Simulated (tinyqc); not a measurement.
Resistance of a source-drain extension with a graded tip: two steps of the calculation.

y runs along the channel, the gate covers y > 0. The doping is N0 for y < y0 and N0 10^(-(y - y0)/la) beyond, uniform over the depth xj. Sheet conductance s(y) = q mu(N) max(N - Nch, 0) xj + (for y > 0) ma Cox Vo, with mu(N) = u0 + (u1 - u0)/(1 + (N/Nr)^au) and Cox = eps0 eox/tox. Current is taken as one-dimensional; depletion of the tip, spreading and the contact are left out. The metallurgical junction lies at yj, where N = Nch.

Values chosen for this exercise; mobility law close to that of electrons in silicon: relative permittivity of the gate insulator (close to silicon dioxide) eox = 3.9; insulator thickness tox = 2.4 nm; active doping of the extension far from the gate N0 = 2.7e20 cm^-3; lateral abruptness la = 4.4 nm/decade; position under the gate where the fall begins (gate edge at 0) y0 = -0.3 nm; depth of the extension xj = 23 nm; channel doping Nch = 3.1e18 cm^-3; gate overdrive Vo = 0.83 V; mobility of the gate-induced layer ma = 130 cm^2/(V s); mobility at low doping u1 = 1414 cm^2/(V s); mobility at high doping u0 = 68.5 cm^2/(V s); reference doping Nr = 9.2e16 cm^-3; exponent au = 0.711; gate length Lg = 30 nm.

Constants: q = 1.602176634e-19 C, eps0 = 8.8541878128e-14 F/cm where lengths are in cm. Results are converted to the units shown.

Problem 1. Sheet resistances and junction position. yj = y0 + la log10(N0/Nch); sheet resistance of the full extension 1/[q mu(N0)(N0 - Nch) xj] and of the gate-induced layer 1/(ma Cox Vo); metallurgical length Lg - 2 yj; ye is where the doped and the gate-induced conductances are equal.

Wanted: yj; sheet resistance of the extension; sheet resistance of the induced layer; metallurgical length; ye; N at ye.

Solution 1.

yj = 8.2360 nm
sheet resistance of the extension = 139.11 ohm/square
sheet resistance of the induced layer = 6441.3 ohm/square
metallurgical length = 13.528 nm
ye = 6.8840 nm
N at ye = 6.2898e18 cm^-3

The gate takes over 1.35 nm before the junction, where N is still 2.03 times the channel doping.

Problem 2. Resistance of the overlapped part. Midpoint rule on 11 equal steps from 0 to yj: R_ov = sum h/s(y), per width.

Give: y; N; doped conductance; sheet resistance; R_ov.

Solution 2.

| point | y (nm) | N (cm^-3) | doped conductance (uS) | sheet resistance (ohm/square) |
|---|---|---|---|---|
| 0 | 0.3744 | 1.897e20 | 5116 | 189.7 |
| 1 | 1.123 | 1.282e20 | 3517 | 272.3 |
| 2 | 1.872 | 8.665e19 | 2425 | 387.6 |
| 3 | 2.621 | 5.856e19 | 1676 | 546.0 |
| 4 | 3.369 | 3.958e19 | 1160 | 760.3 |
| 5 | 4.118 | 2.675e19 | 801.0 | 1046 |
| 6 | 4.867 | 1.808e19 | 547.9 | 1422 |
| 7 | 5.615 | 1.222e19 | 365.7 | 1919 |
| 8 | 6.364 | 8.256e18 | 230.5 | 2592 |
| 9 | 7.113 | 5.580e18 | 125.6 | 3561 |
| 10 | 7.862 | 3.771e18 | 39.09 | 5146 |

R_ov = 13.36 ohm um

Program tinyqc, `OMP_NUM_THREADS=1 python tinyqc.py 2282288 2282289 out.jsonl`; Intel Xeon 2.30GHz, shared host, one thread, about 0.04 s.
